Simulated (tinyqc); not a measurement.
Crystallisation kinetics and data retention of a phase-change cell: effect of the activation energy at a fixed measured point.

Johnson-Mehl-Avrami-Kolmogorov law X = 1 - exp(-y^n), y = integral of k dt, k = (1/100 s) exp[-(Ec q/kB)(1/T - 1/T1)].

At fixed T the state fails at t = (-ln(1 - Xf))^(1/n)/k; ten years are 3.15576e8 s. k at T1 is held.

Inputs (values chosen for the exercise); values of the order of Ge-Sb-Te and related chalcogenides:
- T1 = 413 K (temperature at which the rate k is 1/(100 s))
- n = 4 (Avrami exponent)
- Xf = 0.4 (crystalline share at which the state is lost)
- T = 333 K (storage temperature)

Constants: q = 1.602176634e-19 C, kB = 1.380649e-23 J/K. Results are converted to the units shown.

Effect of the activation energy at a fixed measured point:
```
Ec (eV)  temperature for ten years (K)  time to fail at T (years)
1.5                              303.9                    0.06689
1.8                              317.9                     0.5068
2.1                              328.7                      3.840
2.4                              337.3                      29.10
2.7                              344.3                      220.5
3                                350.1                       1670
3.3                              355.1                    1.266e4
3.6                              359.3                    9.589e4
```

What does the comparison show?

The ten-year temperature rises from 304 to 359 K, and the projected life at 333 K spans 6.16 decades: an error of 0.1 eV changes it by a factor of 1.96.

Range of the model: One Arrhenius rate is assumed; incubation, growth from the boundary and the non-Arrhenius kinetics of the supercooled liquid are left out.

Numbers from tinyqc (`OMP_NUM_THREADS=1 python tinyqc.py 2490127 2490128 out.jsonl`; about 0.02 s on one thread of a shared Intel Xeon 2.30GHz).
